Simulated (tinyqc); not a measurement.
From one set of inputs to another, one input at a time: size effects in the resistivity of thin metal films and interconnect lines. Computed by tinyqc, a small Python program. Command: `OMP_NUM_THREADS=1 python tinyqc.py 3031770 3031771 out.jsonl size ladder`. One thread of a shared host (Intel(R) Xeon(R) Processor @ 2.30GHz), about 0.01 s of CPU time with the checks.

Electrons lose their drift at surfaces (a share 1 - p of the hits) and at grain boundaries (reflection R), besides bulk scattering. The line sits in a trench with a non-conducting liner on both walls and the bottom; the spacing equals the drawn width.

The inputs printed are set A. Set A is modelled on silver; the values taken over come from a set modelled on iridium. Inputs not listed in the table keep their values of set A, so the rows need not describe a real material.

Inputs (values chosen for the exercise, modelled on silver):
```
quantity                          value         unit
bulk resistivity rho_b              1.6  microohm cm
bulk mean free path lambda         51.1           nm
specularity p                         0            -
grain-boundary reflection R        0.63            -
drawn line width w                  4.5           nm
grain size over metal width         1.1            -
aspect ratio (height over width)    2.9            -
liner thickness t                   0.8           nm
line length                          66   micrometre
permittivity of the dielectric k    2.2            -
```

Geometry: line.

Constants: eps_0 = 8.8541878128e-12 F/m.

Method:
- Metal width w_m = w - 2t, height h_m = (aspect ratio) w - t, grain size D = (ratio) w_m.
- Mayadas-Shatzkes: alpha = (lambda/D) R/(1 - R); rho_b/rho = 1 - 3 alpha/2 + 3 alpha^2 - 3 alpha^3 ln(1 + 1/alpha).
- Fuchs-Sondheimer film: rho_b/rho = 1 - (3/(2 kappa))(1 - p) int_0^1 (s - s^3)(1 - exp(-kappa/s))/(1 - p exp(-kappa/s)) ds, f = rho/rho_b, kappa = thickness/lambda, 80 Gauss-Legendre points.
- Line: the excess of a film of thickness w_m and of a film of thickness h_m are added, rho/rho_b = 1 + (f(w_m) - 1) + (f(h_m) - 1), an estimate that holds best when both sides exceed lambda.
- Total: rho = rho_b [1 + surface excess + grain excess]; resistance per length rho/(w_m h_m); capacitance per length C = 2 k eps_0 (aspect ratio + 1/2), a parallel-plate estimate for two neighbours plus a fixed term for the planes above and below; delay 0.38 R C L^2; effective resistivity per drawn area.

Each row keeps all changes above it:
```
input moved                           from    to  resistivity rho (microohm cm)  rho/rho_b from surfaces  rho/rho_b from grains
set A                                    -     -                          72.45                   8.8477                 37.432
permittivity of the dielectric k       2.2   3.8                          72.45                   8.8477                 37.432
grain-boundary reflection R           0.63  0.38                          35.20                   8.8477                 14.154
bulk resistivity rho_b (microohm cm)   1.6  5.07                         111.55                   8.8477                 14.154
aspect ratio (height over width)       2.9   2.4                         113.31                   9.1946                 14.154
liner thickness t (nm)                 0.8   0.3                          89.14                   7.7859                 10.796
line length (micrometre)                66   1.6                          89.14                   7.7859                 10.796
drawn line width w (nm)                4.5    68                          10.51                   1.4784                  1.595
```

Which inputs carry the difference?

Resistivity rho goes from 72.4 to 10.5, a factor 0.145 in all. The largest single move comes from drawn line width w (a factor 0.118), and bulk resistivity rho_b works against it (a factor 3.17). rho/rho_b from surfaces goes from 8.85 to 1.48, a factor 0.167 in all. The largest single move comes from drawn line width w (a factor 0.190). rho/rho_b from grains goes from 37.4 to 1.59, a factor 0.0426 in all. The largest single move comes from drawn line width w (a factor 0.148). The single moves hold for this order of the switches; the total does not depend on the order.

Caution (rows set A, permittivity of the dielectric k, grain-boundary reflection R, bulk resistivity rho_b, aspect ratio (height over width), liner thickness t, line length): for lines much narrower than lambda adding the two film terms and the grain term underestimates the resistivity.

Extremes, crossings and ranges named in words are read from the listed rows.
